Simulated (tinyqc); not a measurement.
Hubbard chain of 4 sites, step by step. Computed by tinyqc, a small Python program that keeps every step. Settings: hopping = 1.8, U = 10.0, mixing = 0.5, iteration cap = 54. Command: `OMP_NUM_THREADS=1 python tinyqc.py 27715 27716 out.jsonl` (the two numbers bound the seeds that draw the settings). One thread of a shared host (Intel(R) Xeon(R) Processor @ 2.60GHz), about 0.2 s of CPU time with the checks. Later iterations appear only in the table of the cycle.

## Mean-field iteration 1

one-body matrix (hopping and site energies) (eV), order 1, 2, 3, 4:
$$\begin{pmatrix}
-0.790000 & -1.800000 & 0.000000 & 0.000000 \\
-1.800000 & 0.980000 & -1.800000 & 0.000000 \\
0.000000 & -1.800000 & 0.370000 & -1.800000 \\
0.000000 & 0.000000 & -1.800000 & -0.070000
\end{pmatrix}$$

U = 10.000000 eV

electrons, up and down: [2, 2]

mixing = 0.500000

n(up) at the start (a guess, not normalised): 1 0.800000, 2 0.200000, 3 0.800000, 4 0.200000

n(down) at the start (a guess): 1 0.200000, 2 0.800000, 3 0.200000, 4 0.800000

H(up) = T + U n(down), H(down) = T + U n(up); fill the lowest levels; n(new) = n + mixing (n(out) - n); E = tr T (rho up + rho down) + U sum n_up n_down of the output.

levels, up (eV): [0.650223, 1.637843, 8.299164, 9.902770]

levels, down (eV): [1.212689, 2.171668, 7.658945, 9.446699]

energy = -1.208186 eV

n(up) after iteration 1: 1 0.879401, 2 0.142536, 3 0.843317, 4 0.134746

n(down) after iteration 1: 1 0.149845, 2 0.823357, 3 0.154481, 4 0.872317

## Mean-field iteration 2

As before.

levels, up (eV): [0.213166, 1.245910, 8.928182, 10.102743]

levels, down (eV): [0.694090, 1.679622, 8.345826, 9.770462]

energy = -1.360230 eV

n(up) after iteration 2: 1 0.921950, 2 0.108769, 3 0.875869, 4 0.093411

n(down) after iteration 2: 1 0.109168, 2 0.854453, 3 0.121849, 4 0.914531

## Convergence

Each step fills the lowest levels of T + U n(other spin) and sets n(new) = n + mixing (n(out) - n); stop when output and input agree to 1e-8.

Course of the cycle:
```
iteration       E (eV)  largest |n(out) - n(in)|  mean |n_up - n_down|
1          -1.20818621                  1.59e-01              0.818392
2          -1.36023034                  8.51e-02              0.857607
3          -1.40681696                  5.23e-02              0.877081
4          -1.42244595                  3.23e-02              0.887555
5          -1.42781886                  2.08e-02              0.893417
6          -1.42969014                  1.31e-02              0.896777
7          -1.43034718                  8.08e-03              0.898732
8          -1.43057908                  4.95e-03              0.899881
9          -1.43066120                  3.01e-03              0.900559
10         -1.43069034                  1.82e-03              0.900961
11         -1.43070070                  1.10e-03              0.901200
...                ...                       ...                   ...
24         -1.43070642                  1.42e-06              0.901551
25         -1.43070642                  8.46e-07              0.901551
26         -1.43070642                  5.06e-07              0.901551
27         -1.43070642                  3.02e-07              0.901551
28         -1.43070642                  1.81e-07              0.901551
29         -1.43070642                  1.08e-07              0.901551
30         -1.43070642                  6.44e-08              0.901551
31         -1.43070642                  3.85e-08              0.901551
32         -1.43070642                  2.30e-08              0.901551
33         -1.43070642                  1.37e-08              0.901551
34         -1.43070642                  8.20e-09              0.901551
```

local moments n_up - n_down: 1 0.930428, 2 -0.868232, 3 0.872674, 4 -0.934871

Converged in 34 iterations. Before convergence this energy mixes input and output and is not variational, so it may rise towards its limit.

## Exact diagonalisation (36 states)

Lowest levels of the sector, and the double occupancy of the lowest state.

lowest levels (eV): [-2.283882, -1.508178, -0.715221, -0.309795, 0.119318, 0.490000]

double occupancy per site = 0.057018

The mean-field solution above lies 0.8532 eV above the exact energy.

## The lowest level by Lanczos steps

From a random start vector (not printed): a_j = <q_j|H|q_j>, b_j = norm of the remainder after orthogonalising; the Ritz value is the lowest eigenvalue of the tridiagonal matrix of a and b so far.

Lanczos:
```
j    a_j (eV)  b_j (eV)  lowest Ritz value (eV)
1   10.051412  5.482603             10.05141240
2   11.913379  7.717413              5.42131055
3    9.604595  7.646176              1.30304849
4   12.259450  5.905221             -0.82957219
5   13.279579  7.764882             -1.28535069
6    8.565442  6.446033             -1.64292246
7    8.420057  4.106191             -2.10411314
8   14.217373  7.628433             -2.19656469
9   10.592974  6.209816             -2.23948629
10   8.897877  6.642811             -2.26666363
```
